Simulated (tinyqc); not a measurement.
# Composition and strain of an epitaxial Si(1-x)Ge(x) layer from Raman and X-ray peaks, step by step

A worked calculation. Computed by tinyqc, a small Python program that keeps every step. Command: `OMP_NUM_THREADS=1 python tinyqc.py 3009482 3009483 out.jsonl epiraman walk`. One thread of a shared host (Intel(R) Xeon(R) Processor @ 2.30GHz), about 0.01 s of CPU time with the checks. Intermediate numbers are printed to about 7 digits and carried at full precision; extremes and crossings named in words are read from the listed rows.

A (001) layer, biaxially strained in the plane. The Raman peaks follow empirical lines omega = w0 + c1 x + c3 x^3 + b eps (c3 for Si-Ge alone), with eps the in-plane strain.

Inputs (values chosen for the exercise, modelled on silicon-germanium):
```
quantity                        value      unit
Ge fraction x                    0.88         -
degree of relaxation R           0.74         -
Ge fraction y of the buffer      0.95         -
lattice constant of Si          5.431  angstrom
lattice constant of Ge          5.658  angstrom
bowing B                        0.029  angstrom
2 C12/C11 of Si                 0.768         -
2 C12/C11 of Ge                 0.754         -
Si-Si: w0                       520.8      1/cm
Si-Si: c1                       -68.8      1/cm
Si-Si: strain coefficient b      -729      1/cm
Si-Ge: w0                         400      1/cm
Si-Ge: c1                        24.9      1/cm
Si-Ge: c3                       -32.2      1/cm
Si-Ge: strain coefficient b      -560      1/cm
Ge-Ge: w0                       280.2      1/cm
Ge-Ge: c1                        19.9      1/cm
Ge-Ge: strain coefficient b      -468      1/cm
uncertainty of a Raman peak       0.2      1/cm
X-ray wavelength             1.540598  angstrom
```

Substrate: relaxed alloy buffer. Pair of peaks used: Si-Si and Si-Ge.

## Lattice constants and strain

Relaxed lattice constant a(x) = a_Si + (a_Ge - a_Si) x - B x (1 - x). In-plane constant a_par = a_sub + R (a(x) - a_sub); eps = a_par/a(x) - 1; eps_perp = -(2 C12/C11) eps with 2 C12/C11 linear in x; a_perp = a(x) (1 + eps_perp). The buffer has a_sub = a(y).

relaxed constant a(x) = 5.627698 angstrom

substrate constant a_sub = 5.645272 angstrom

a_par = 5.632267 angstrom

in-plane strain eps = 0.8119615 per mille

strain along the normal = -0.6135831 per mille

a_perp = 5.624245 angstrom

The layer is under tension in the plane and is shortened along the normal.

## Raman peaks

Insert x and eps in the three lines; the strain part is b eps.

Si-Si peak = 459.6641 1/cm

Si-Ge peak = 399.5139 1/cm

Ge-Ge peak = 297.3320 1/cm

strain parts (1/cm): Si-Si -0.5919200, Si-Ge -0.4546985, Ge-Ge -0.3799980

Read as unstrained, the Si-Si peak would give x = 0.889 in place of 0.88. Caution: near either end one of the like-atom peaks is weak, since its intensity follows the number of such bonds.

## X-ray (004) reflection

Bragg angle theta = arcsin(2 lambda/a) for (004), for the substrate with a_sub and the layer with a_perp; separation in arc seconds.

theta of the substrate = 33.07943 degree

theta of the layer = 33.21907 degree

separation, layer less substrate = 502.7337 arcsec

## Back from two peaks to composition and strain

Unknowns x and eps (per mille). Newton steps: J d = (measured - model), J = [d omega/dx, d omega/d eps] for the two peaks; start at x = 0.5, eps = 0; stop when |d| < 1e-9. The peaks are rounded to 0.001 per cm; R = (a(x)(1 + eps) - a_sub)/(a(x) - a_sub).

peaks used (1/cm): Si-Si 459.664, Si-Ge 399.514

Iterations:
```
step          x  eps (per mille)  residual 1 (1/cm)  residual 2 (1/cm)
0     0.5000000          0.00000            -26.736      -8.911000e+00
1     0.7169186         16.20302              0.000       2.601353e+00
2     0.8094910          7.46642              0.000       6.190294e-01
3     0.8523278          3.42365              0.000       1.460221e-01
4     0.8716068          1.60419              0.000       3.083274e-02
5     0.8786726          0.93734              0.000       4.215029e-03
6     0.8800028          0.81181              0.000       1.502437e-04
7     0.8800538          0.80699              0.000       2.215591e-07
8     0.8800539          0.80699              0.000                  0
```

recovered x = 0.8800539

recovered eps = 0.8069864 per mille

recovered R = 0.741

## Which pair of peaks is best

For each pair invert J = [d omega/dx, d omega/d eps] at the true x. Independent errors of the given size in both peaks give sigma_x and sigma_eps = uncertainty x (norm of the rows of the inverse of J).

Error propagation:
```
pair                det J      sigma_x  sigma_eps (per mille)
Si-Si and Si-Ge  2.145768   0.08568132               7.922107
Si-Si and Ge-Ge   46.7055  0.003709601              0.3066884
Si-Ge and Ge-Ge  34.50049  0.004230727              0.3114635
```

The pair Si-Si and Ge-Ge fixes x best (sigma_x = 0.0037) and Si-Si and Si-Ge worst (0.086), a factor 23. Strain moves all peaks the same way, so a good pair needs different ratios of composition slope to strain coefficient, best of opposite sign; the slopes here are -68.8, -49.9 and 19.9 per cm for Si-Si, Si-Ge and Ge-Ge. Errors in the coefficients themselves are not counted.

## Relaxation at fixed composition

(004) Bragg angle theta = arcsin(2 lambda/a), with a = a_perp for the layer and a_sub for the substrate; separation = layer less substrate. The apparent x is the one that a fully strained layer (R = 0) would need to give the same a_perp.

Signatures; columns: (1) R; (2) eps (per mille); (3) Si-Si (1/cm); (4) Ge-Ge (1/cm); (5) a_perp (angstrom); (6) (004) separation (arcsec); (7) apparent x if R = 0 is assumed:
```
(1)        (2)       (3)       (4)       (5)       (6)        (7)
0.00  3.122929  457.9794  296.2505  5.614417  739.2673  0.8800000
0.15  2.654490  458.3209  296.4697  5.616409  691.2400  0.8845514
0.30  2.186050  458.6624  296.6889  5.618401  643.2541  0.8890984
0.50  1.561464  459.1177  296.9812  5.621057  579.3372  0.8951541
0.70  0.936879  459.5730  297.2735  5.623713  515.4936  0.9012018
0.85  0.468439  459.9145  297.4928  5.625705  467.6590  0.9057325
1.00  0.000000  460.2560  297.7120  5.627698  419.8654  0.9102587
```

Full relaxation moves the Si-Si peak by +2.28 per cm and shrinks the X-ray separation to 57 % of its strained value, about 1/(1 + 2 C12/C11). A symmetric reflection alone cannot part x from R: a relaxed layer read as strained gives x = 0.910 in place of 0.88. An asymmetric reflection or a second peak is needed.

Checks made by the program: recovered composition (relative difference 6e-05).
